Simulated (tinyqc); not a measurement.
# Resistive crossbar, vector-matrix product with wire resistance, step by step

Numbers from tinyqc (`OMP_NUM_THREADS=1 python tinyqc.py 2880060 2880061 out.jsonl`; about 0.02 s on one thread of a shared Intel Xeon 2.30GHz). Printed values are rounded.

3 rows and 2 columns. Cell (i, j) joins row node wij to column node bij. Each row is driven at its left end through one wire segment rw; neighbouring nodes along a row or a column are joined by rw; each column ends below the last row in one more rw and a virtual ground, where its current is read. Ideal output: I_j = sum_i V_i G_ij.

Inputs (values chosen for the exercise): wire resistance between neighbouring cells rw = 50 ohm; input voltages of the rows V = [0.23, 0.31, 0.19] V.

## The nodal equations

cell conductances G (uS):

|  | column 1 | column 2 |
|---|---|---|
| row 1 | 10 | 180 |
| row 2 | 170 | 140 |
| row 3 | 93 | 140 |

Kirchhoff current law at every node, A x = b: A holds the sum of the conductances at a node on the diagonal and minus the conductance between two nodes off it (wire conductance 1/rw); b = V_i/rw at the first node of row i.

A (uS):
```
        w11     w12     w21     w22       w31     w32     b11     b12
w11   40010  -20000       0       0         0       0     -10       0
w12  -20000   20180       0       0         0       0       0    -180
w21       0       0   40170  -20000         0       0       0       0
w22       0       0  -20000   20140         0       0       0       0
w31       0       0       0       0  40093.00  -20000       0       0
w32       0       0       0       0    -20000   20140       0       0
b11     -10       0       0       0         0       0   20010       0
b12       0    -180       0       0         0       0       0   20180
b21       0       0    -170       0         0       0  -20000       0
b22       0       0       0    -140         0       0       0  -20000
b31       0       0       0       0       -93       0       0       0
b32       0       0       0       0         0    -140       0       0

        b21     b22       b31     b32
w11       0       0         0       0
w12       0       0         0       0
w21    -170       0         0       0
w22       0    -140         0       0
w31       0       0       -93       0
w32       0       0         0    -140
b11  -20000       0         0       0
b12       0  -20000         0       0
b21   40170       0    -20000       0
b22       0   40140         0  -20000
b31  -20000       0  40093.00       0
b32       0  -20000         0   40140
```

b (uA): w11 4600, w12 0, w21 6200, w22 0, w31 3800, w32 0, b11 0, b12 0, b21 0, b22 0, b31 0, b32 0

## Node voltages and column currents

Solve A x = b; I_j = b3j/rw.

row nodes (mV): w11 227.9556, w12 226.0221, w21 305.3979, w22 303.3393, w31 187.8733, w32 186.6039
column nodes (mV): b11 6.276745, b12 11.18714, b21 6.165905, b22 9.253627, b31 3.511594, b32 5.261512
column currents (uA): column 1 70.23187, column 2 105.2302

## Error against the ideal product

Ideal I_j = sum_i V_i G_ij; error = I/ideal - 1.

ideal currents (uA): column 1 72.67, column 2 111.4
error (%): column 1 -3.355, column 2 -5.538

The largest error is in column 2. All currents fall short, since the wires take part of the voltage.
